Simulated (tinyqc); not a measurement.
Surface photovoltage measurement of the minority-carrier diffusion length in a wafer. From dn, finite wafer back to front recombination velocity S_f. Computed by tinyqc, a small Python program. Command: `OMP_NUM_THREADS=1 python tinyqc.py 3130363 3130364 out.jsonl spv inv`. One thread of a shared host (Intel(R) Xeon(R) Processor @ 2.30GHz), about 0.02 s of CPU time with the checks.

Low injection, steady light, a depletion layer much thinner than 1/alpha and L. The excess density dn is taken at the front edge of the neutral region; light that reaches the back is lost.

Inputs (values chosen for the exercise, modelled on p-type silicon at room temperature):
```
quantity                                             value        unit
diffusion length L                                     190  micrometre
wafer thickness W                                      775  micrometre
diffusivity D                                         25.7      cm^2/s
back recombination velocity S_b                     240000        cm/s
photon flux entering                                 1e+12  1/(cm^2 s)
minority density at the surface barrier scale n_0  5.5e+09      1/cm^3
temperature T                                          298           K
wavelength                                             828          nm
```

Constants: k_B = 8.617333262e-05 eV/K.

Method:
- alpha = (84.732/lambda - 76.417)^2 per cm with lambda in micrometre (an empirical fit for silicon between 0.7 and 1.05 micrometre).
- Thick wafer: dn = Phi L/((S_f + D/L)(L + 1/alpha)). Finite wafer, with s = S_b L/D, w = W/L, a = alpha L: dn = [Phi a/(a^2 - 1)] [a - B - exp(-alpha W)(a - s)/(cosh w + s sinh w)]/(S_f + B D/L), B = (sinh w + s cosh w)/(cosh w + s sinh w).
- Photovoltage V = (k_B T/e) ln(1 + dn/n_0). Lifetime = L^2/D.

Question. A run gave the result below. Find the front recombination velocity S_f, known to lie between 1700 and 3000 cm/s.

dn, finite wafer = 2.93316e+08 1/cm^3

Answer.

Each step takes the trial c = (a f_b - b f_a)/(f_b - f_a), f being the result less the target and a, b, c the logarithms of the listed values; c replaces end b, the old b replaces a if the sign of f changed, and otherwise f_a is halved.

Scan of the range:
```
front recombination velocity S_f (cm/s)  dn, finite wafer (1/cm^3)
1700                                                   3.03691e+08
1870                                                   2.87674e+08
2050                                                   2.72460e+08
2260                                                   2.56625e+08
2480                                                   2.41897e+08
2730                                                   2.27088e+08
3000                                                   2.13003e+08
```

False position (Illinois rule, in the logarithm of the input) inside the bracket:
```
step    end a    end b    trial  dn, finite wafer (1/cm^3)
1     1700.00  1870.00  1808.26                2.93292e+08
2     1700.00  1808.26  1807.74                2.93340e+08
3     1808.26  1807.74  1808.00                2.93316e+08
```

dn, finite wafer falls at every point of a 13-point scan of the range (every second point is shown), so one value fits; it is bracketed by 1700 and 1870. Answer: front recombination velocity S_f = 1808 cm/s.
